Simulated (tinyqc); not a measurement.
Binary melting diagram from solution models of liquid and solid: one step, computed by the program tinyqc. Command: `OMP_NUM_THREADS=1 python tinyqc.py 3020679 3020680 out.jsonl melt walk`. One thread of a shared host (Intel(R) Xeon(R) Processor @ 2.30GHz), about 0.01 s of CPU time with the checks.

x is the fraction of B. In a phase with interaction L: mu_A = G_A + R T ln(1 - x) + L x^2, mu_B = G_B + R T ln x + L (1 - x)^2. Melting: G(liquid) - G(solid) = H (1 - T/T_m) for each pure component.

Task: Freezing of the alloy x0. Liquid against pure solid A: T = (H_A + L_L x^2)/(H_A/T_A - R ln(1 - x)); against pure solid B: T = (H_B + L_L (1 - x)^2)/(H_B/T_B - R ln x). Primary solid forms at the higher branch; just above T_E its mole fraction is (x_E - x0)/x_E for A or (x0 - x_E)/(1 - x_E) for B, and the rest freezes as eutectic, with B making up x_E of it.

Inputs (values chosen for the exercise, for a model alloy):
```
quantity                value    unit
melting point T_A        1610       K
melting point T_B         765       K
heat of melting H_A      35.4  kJ/mol
heat of melting H_B      8.87  kJ/mol
liquid interaction L_L    2.6  kJ/mol
overall fraction x0      0.74       -
```

Diagram: eutectic with pure solids.

eutectic composition x_E = 0.9679700

eutectic temperature T_E = 747.7739 K

Constants: R = 8.314462618 J/(mol K).

Give: liquidus temperature; fraction of primary solid; freezing range.

Result:

liquidus temperature = 1109.6 K

fraction of primary solid = 0.23551

freezing range = 361.78 K

The primary solid is A.
